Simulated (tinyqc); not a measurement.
# p-n diode, drift-diffusion by the Gummel loop with Scharfetter-Gummel fluxes: effects of single changes

Abrupt junction at x = 0, p side from -Lp, n side to Ln, ohmic contacts. psi is counted from the intrinsic level; n = ni exp((psi - phin)/Vt), p = ni exp((phip - psi)/Vt). Contacts: p side psi = V - Vt ln(Na/ni), p = Na, n = ni^2/Na; n side psi = Vt ln(Nd/ni), n = Nd, p = ni^2/Nd. Constant mobilities, D = mu Vt, Boltzmann statistics, SRH recombination through a mid-gap level, U = (n p - ni^2)/(tp (n + ni) + tn (p + ni)). Current is positive from the p contact to the n contact.

Parameters, values chosen for the exercise; band and dielectric values close to those of silicon:
- T = 300 K (temperature)
- Eg = 1.12 eV (band gap)
- eps_r = 11.7 (relative permittivity)
- Nc = 2.75e19 cm^-3 (conduction-band density of states at T)
- Nv = 2.62e19 cm^-3 (valence-band density of states at T)
- Na = 1.1e17 cm^-3 (acceptor density of the p side)
- Nd = 3.8e17 cm^-3 (donor density of the n side)
- mun = 590 cm^2/(V s) (electron mobility)
- mup = 220 cm^2/(V s) (hole mobility)
- tn = 2e-10 s (SRH lifetime of electrons)
- tp = 8e-7 s (SRH lifetime of holes)
- Lp = 4.5 um (length of the p side)
- Ln = 0.95 um (length of the n side)
- G = 0 cm^-3 s^-1 (uniform generation rate)

Constants: q = 1.602176634e-19 C, kB = 1.380649e-23 J/K, Vt = kB T/q, eps0 = 8.8541878128e-14 F/cm where lengths are in cm. Results are converted to the units shown.

Each table varies one quantity; the others keep the values above.

## Current against voltage in the dark

ni = sqrt(Nc Nv) exp(-Eg/(2 Vt)), Eg in volts. Poisson and both continuity equations are solved self-consistently with Scharfetter-Gummel fluxes on a graded mesh of 500 nodes. J_scr is q times the integral of U between -xp and xn. Ideal diffusion current J_id = q ni^2 [Dn coth(wp/Le)/(Le Na) + Dp coth(wn/Lh)/(Lh Nd)] (exp(V/Vt) - 1), Le = sqrt(Dn tn), Lh = sqrt(Dp tp), wp = Lp - xp, wn = Ln - xn, with xp and xn from the depletion approximation (W = sqrt(2 eps0 eps_r (Vbi - V)(1/Na + 1/Nd)/q), xp = W Nd/(Na + Nd), xn = W Na/(Na + Nd), Vbi = Vt ln(Na Nd/ni^2)). Ideality factor = 0.004 V/(Vt ln[J(V + 0.004 V)/J(V)]). Here G = 0.

In this table G = 0 cm^-3 s^-1.

Result of one run:
```
V (V),J (A/cm^2),ideality factor,J_scr/J (%),J_id (A/cm^2),share recombining at the contacts (%),larger minority/doping at -xp and xn
0.46,0.00350,1.12,27.8,0.00252,4.37,7.46e-7
```

What becomes of these results when the bias of the p contact V is changed from 0.46 to 0.17 V, all else the same?

Result of the changed run:
```
V (V),J (A/cm^2),ideality factor,J_scr/J (%),J_id (A/cm^2),share recombining at the contacts (%),larger minority/doping at -xp and xn
0.17,1.11e-6,1.39,97.0,3.38e-8,0.185,1.04e-11
```

The whole series:
```
V (V),J (A/cm^2),ideality factor,J_scr/J (%),J_id (A/cm^2),share recombining at the contacts (%),larger minority/doping at -xp and xn
0.17,1.11e-6,1.39,97.0,3.38e-8,0.185,1.04e-11
0.25,9.00e-6,1.56,91.7,7.48e-7,0.506,2.28e-10
0.32,5.20e-5,1.49,78.4,1.12e-5,1.31,3.39e-9
0.39,3.64e-4,1.28,53.7,1.68e-4,2.80,5.04e-8
0.46,0.00350,1.12,27.8,0.00252,4.37,7.46e-7
0.53,0.0422,1.06,11.2,0.0378,5.42,1.10e-5
0.61,0.721,1.18,2.33,0.834,6.98,2.37e-4
0.68,5.34,1.54,0.432,12.5,14.7,0.00340
0.75,35.8,1.20,0.0786,188,73.3,0.0436
```

J rises from 1.11e-6 to 35.8 A/cm^2; the ideality factor moves up and down between 1.06 and 1.56. Recombination in the depleted layer carries over half of the current up to V = 0.39 V, where the factor is 1.28; it grows roughly as exp(V/2 Vt), so diffusion overtakes it. Where the factor is lowest (V = 0.53 V), J is 12 % above the ideal diffusion current.

## Effect of the length of the p side at fixed bias

Same model as above.

In this table V = 0.64 V.

Effect of the length of the p side at fixed bias:
```
Lp (um),J (A/cm^2),ideality factor,J_scr/J (%),J_id (A/cm^2),share recombining at the contacts (%),larger minority/doping at -xp and xn
4.5,1.83,1.34,1.11,2.66,8.79,7.47e-4
7.4,1.82,1.35,1.12,2.66,8.63,7.43e-4
12,1.81,1.36,1.12,2.66,8.61,7.38e-4
20,1.79,1.37,1.13,2.66,8.58,7.29e-4
33,1.76,1.39,1.14,2.66,8.54,7.14e-4
55,1.71,1.42,1.16,2.66,8.47,6.91e-4
90,1.64,1.47,1.19,2.66,8.36,6.58e-4
```

Read the table: what changes, and by how much?

As Lp rises from 4.5 to 90, J falls from 1.83 to 1.64 A/cm^2, the share of the depleted layer rises from 1.11 to 1.19 % and the share lost at the contacts falls from 8.79 to 8.36 %. The exponent d ln J/d ln Lp is -0.01 between the first two rows and -0.08 between the last two. J less J_scr is 39 % below J_id in the last row.

Numbers from tinyqc (`OMP_NUM_THREADS=1 python tinyqc.py 2240054 2240055 out.jsonl`; about 0.2 s on one thread of a shared Intel Xeon 2.30GHz).
